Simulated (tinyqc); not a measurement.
Schottky barrier on an n-type semiconductor with a surface-enhanced doping, non-linear Poisson equation by Newton steps: two steps of the calculation.

One dimension, metal at x = 0, donor density C(x) = Nd + N0 exp(-x/Ls). Energies are counted from the electron Fermi level of the semiconductor and the conduction-band edge is Ec = -psi, so n = Nc exp(psi/Vt); holes follow the Fermi level of the metal, at -V, so p = Nv exp((V - psi - Eg)/Vt). Ends: psi(0) = V - phiB and psi = Vt ln(Nd/Nc) deep inside. Boltzmann statistics, full ionisation, no current, no image force in the Poisson equation.

Inputs (values chosen for the exercise); band and dielectric values those of a made-up semiconductor: temperature T = 273 K; band gap Eg = 4.13 eV; relative permittivity eps_r = 11.6; conduction-band density of states at T Nc = 1.32e19 cm^-3; valence-band density of states at T Nv = 2.14e19 cm^-3; donor density deep in the semiconductor Nd = 1.5e17 cm^-3; barrier height phiB = 1.33 eV; bias of the metal against the semiconductor V = -1.8 V.

Constants: q = 1.602176634e-19 C, kB = 1.380649e-23 J/K, Vt = kB T/q, eps0 = 8.8541878128e-14 F/cm where lengths are in cm. Results are converted to the units shown.

Problem 1. End potentials, built-in voltage, Debye length. psi_0 = V - phiB, psi_b = Vt ln(Nd/Nc), Vbi = phiB - Vt ln(Nc/Nd), LD = sqrt(eps0 eps_r Vt/(q Nd)), W = sqrt(2 eps0 eps_r (Vbi - V)/(q Nd)), hole density at the metal p_0 = Nv exp((phiB - Eg)/Vt).

Find: psi_0; psi_b; Vbi; LD; W for uniform Nd; p_0.

Solution 1.

psi_0 = -3.130 V
psi_b = -0.1053 V
Vbi = 1.225 V
LD = 10.03 nm
W for uniform Nd = 160.8 nm
p_0 = 4.369e-33 cm^-3

The hole density at the metal is 2.9e-50 times Nd, so holes hardly matter.

Problem 2. Converged densities, field and barrier lowering. n and p as above; E_i = -(psi_(i+1) - psi_i)/h_i; at the metal |E_0| = |E on interval 0| + q rho_0 (h_0/2)/(eps0 eps_r), rho_0 = p_0 - n_0 + C_0; image-force lowering dphi = sqrt(q |E_0|/(4 pi eps0 eps_r)).

```
node	x (nm)	converged psi (V)	donor density C (cm^-3)
0	0	-3.1300000	7.7e17
1	14	-2.4425549	4.8731723e17
2	30	-1.8393462	3.1823666e17
3	48.4	-1.3027648	2.2559360e17
4	69.3	-0.8378022	1.8046797e17
5	93.3	-0.4555548	1.6073165e17
6	121	-0.1939111	1.5321829e17
7	152	-0.1136284	1.5083613e17
8	188	-0.1058425	1.5017479e17
9	229	-0.1053522	1.5002940e17
10	277	-0.1053311	1.5000365e17
11	330	-0.1053307	1.5000036e17
12	392	-0.1053308	1.5000002e17
```

Find: n; p; field E; |E_0| at the metal; image-force lowering.

Solution 2.

```
node	n (cm^-3)	p (cm^-3)
0	2.180e-39	4.369e-33
1	1.070e-26	8.905e-46
2	1.462e-15	6.516e-57
3	1.176e-5	8.096e-67
4	4510	2.112e-75
5	5.137e10	1.854e-82
6	3.474e15	2.742e-87
7	1.054e17	9.036e-89
8	1.468e17	6.490e-89
9	1.499e17	6.356e-89
10	1.500e17	6.350e-89
11	1.500e17	6.350e-89
12	1.500e17	6.350e-89
```

field E, interval 0 to 11 (kV/cm): -491.0  -377.0  -291.6  -222.5  -159.3  -94.5  -25.9  -2.2  -0.1  0.0  0.0  0.0
|E_0| at the metal = 575.1 kV/cm
image-force lowering = 84.49 mV

Computed by the program tinyqc: `OMP_NUM_THREADS=1 python tinyqc.py 2020075 2020076 out.jsonl`, one thread of a shared Intel Xeon 2.30GHz, about 0.07 s for the whole run.
